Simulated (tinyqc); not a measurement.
Admittance spectroscopy of a deep trap: one step of the calculation.

Schottky contact on an n-type layer with shallow donors Nd (all ionised) and a donor-like deep trap, neutral when filled and positive when empty; depletion approximation. Traps within lam of the depletion edge stay filled. The traps at xt = W - lam, where the level crosses the Fermi level, follow a slow signal and not a fast one. w = 2 pi f.

Problem. Widths and limiting capacitances. lam = sqrt(2 eps0 eps_r (EF - ET)/(q Nd)), EF - ET = Et - (kB T/q) ln(Nc(T)/Nd), Nc(T) = Nc (T/300 K)^1.5. In the steady state at the band bending V, 2 eps0 eps_r V/q = Nd W^2 + Nt (W - lam)^2 (the second term only if W > lam). V = Vbi + Vr. C_HF = eps0 eps_r/W, C_LF = eps0 eps_r (Nd + Nt)/(Nd W + Nt xt).

Inputs (values chosen for the exercise); material values close to those of gallium nitride:
```
symbol,value,unit,meaning
eps_r,9.61,,relative permittivity
Nc,2.27e18,cm^-3,conduction-band density of states at 300 K
Nd,1.5e16,cm^-3,shallow donor density
Vbi,1.37,V,built-in voltage
Et,0.4,eV,depth of the trap below the conduction edge
Nt,5.6e14,cm^-3,trap density
Vr,0,V,reverse bias
T,227,K,temperature
```

Constants: q = 1.602176634e-19 C, kB = 1.380649e-23 J/K, eps0 = 8.8541878128e-14 F/cm where lengths are in cm. Results are converted to the units shown.

Wanted: lam; W; xt; C_HF; C_LF.

Solution.

lam = 148.16 nm
W = 309.89 nm
xt = 161.74 nm
C_HF = 27.457 nF/cm^2
C_LF = 27.938 nF/cm^2

The step is 1.75 % of C_HF.

Computed by the program tinyqc: `OMP_NUM_THREADS=1 python tinyqc.py 2050067 2050068 out.jsonl`, one thread of a shared Intel Xeon 2.30GHz, about 0.01 s for the whole run.
